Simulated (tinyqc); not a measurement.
Phonon transmission through an interface between two chains by Green functions: one step, computed by the program tinyqc. Command: `OMP_NUM_THREADS=1 python tinyqc.py 3013744 3013745 out.jsonl agf walk`. One thread of a shared host (Intel(R) Xeon(R) Processor @ 2.30GHz), about 0.01 s of CPU time with the checks.

Two semi-infinite chains (masses m_1, m_2; springs k_1, k_2), motion along the chain. The central region holds the end atom of each chain and two interlayer atoms of mass m_b, joined by springs k_b. lambda = omega^2 in eV/(angstrom^2 u); nu = 15.6333042 THz x sqrt(lambda).

Problem. Band tops and impedances. nu_max = 15.6333042 THz x 2 sqrt(k/m); impedance Z = sqrt(k m); long-wave transmission 4 Z_1 Z_2/(Z_1 + Z_2)^2; the probe frequency is the given share of the lower band top.

Inputs (values chosen for the exercise, for two model chains):
```
quantity,value,unit
mass m_1,40.4,u
spring k_1,8.31,eV/angstrom^2
mass m_2,38.3,u
spring k_2,5.25,eV/angstrom^2
probe frequency / lower band top,0.28,-
```

Atoms in the interlayer: two.

Constants: nu for 1 eV/(angstrom^2 u) = 15.6333042 THz.

Give: band top of chain 1; band top of chain 2; Z_1; Z_2; long-wave transmission; probe frequency.

Solution.

band top of chain 1 = 14.18 THz

band top of chain 2 = 11.58 THz

Z_1 = 18.32 sqrt(eV u)/angstrom

Z_2 = 14.18 sqrt(eV u)/angstrom

long-wave transmission = 0.9838

probe frequency = 3.241 THz
